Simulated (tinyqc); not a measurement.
A chain with two barriers and dephasing by Buettiker voltage probes: one step of the calculation.

Sites 1 to 5 form a chain with hopping -t. Lead L joins site 1 and lead R site 5, both semi-infinite chains with hopping -t and site energy 0. Every site carries a probe with self-energy -i Gamma_p/2 that draws no net current. Linear response at zero temperature: mu_L = 1, mu_R = 0 in units of the bias.

Question. Green function. Sigma = t^2 g(E), g(x) = (x - i sqrt(4 t^2 - x^2))/(2 t^2) for |x| < 2 t and (x - sign(x) sqrt(x^2 - 4 t^2))/(2 t^2) otherwise; Gamma = -2 Im Sigma; G = (E - H - Sigma_L - Sigma_R + i Gamma_p/2)^(-1).

Values chosen for this exercise: hopping (matrix element -t) t = 1 eV; site energies 1 to N U = [1.8, 0, 0, 0, 1.9] eV; Fermi energy E = -0.1 eV; probe broadening Gamma_p gp = 0.74 eV.

Wanted: Sigma; Gamma; G.

Answer.

Sigma = -0.05000-0.99875i eV
Gamma = 1.9975 eV

G (1/eV):
```
	1	2	3	4	5
1	-0.19263-0.24725i	0.30521-0.19374i	0.15147+0.11494i	-0.24754+0.14919i	-0.12102-0.00844i
2	0.30521-0.19374i	0.29946-0.77618i	0.43755+0.00533i	-0.25373+0.61482i	-0.23543+0.15004i
3	0.15147+0.11494i	0.43755+0.00533i	-0.10574-0.27630i	0.44965+0.00617i	0.15299+0.11055i
4	-0.24754+0.14919i	-0.25373+0.61482i	0.44965+0.00617i	0.30098-0.78058i	0.29164-0.19559i
5	-0.12102-0.00844i	-0.23543+0.15004i	0.15299+0.11055i	0.29164-0.19559i	-0.19619-0.23802i
```

Numbers from tinyqc (`OMP_NUM_THREADS=1 python tinyqc.py 2700022 2700023 out.jsonl`; about 0.01 s on one thread of a shared Intel Xeon 2.30GHz).
